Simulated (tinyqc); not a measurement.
# Well width from the intersubband spacing

Question. In an empty well of width L and depth Vb, level k solves kw L/2 = (k - 1) pi/2 + arctan(sqrt((mw/mb)(Vb - E)/E)) with kw = sqrt(mw E/C), C = hbar^2/(2 m0). Find L, E1 and E2 from the spacing.

Parameters, values chosen for the exercise; material values those of a made-up well: mass along z in the well mw = 0.0329 m0; mass along z in the barriers mb = 0.149 m0; barrier height Vb = 1.04 eV.

Constants: q = 1.602176634e-19 C, hbar = 1.054571817e-34 J s, m0 = 9.1093837015e-31 kg, hbar^2/(2 m0) = 0.0380998212 eV nm^2. Results are converted to the units shown.

E2 - E1 = 73.106106 meV

Answer. Both levels are solved for trial widths until their difference matches. A second level is bound only for L above 3.32 nm, and over that range one width gives this spacing.

L = 17.6 nm
E1 = 23.6 meV
E2 = 96.7 meV

Computed by the program tinyqc: `OMP_NUM_THREADS=1 python tinyqc.py 2140148 2140149 out.jsonl`, one thread of a shared Intel Xeon 2.30GHz, about 0.2 s for the whole run.
